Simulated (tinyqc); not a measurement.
Density and mobility of a removed layer (differential Hall).

Question. For layers in parallel the sheet conductance g = 1/Rs and the product g mu_H (mu_H signed, unit Hall factors) are additive. Find the sheet density and mobility of the layer that was removed, and its share of the conductance.

Constants: q = 1.602176634e-19 C. Results are converted to the units shown.

Rs before and after removing the top layer (ohm/square): 283.06164  293.71807
apparent mobility before and after, signed (cm^2/(V s)): 89.172336  85

Solution. The differences give g1 = q n mu and g1 mu = q n mu^2; their ratio is mu and g1^2/(q g1 mu) is n.

sheet density = 4.000e12 cm^-2
mobility = 200.0 cm^2/(V s)
share of the conductance = 3.628 %

Computed by the program tinyqc: `OMP_NUM_THREADS=1 python tinyqc.py 2850228 2850229 out.jsonl`, one thread of a shared Intel Xeon 2.30GHz, about 0.04 s for the whole run.
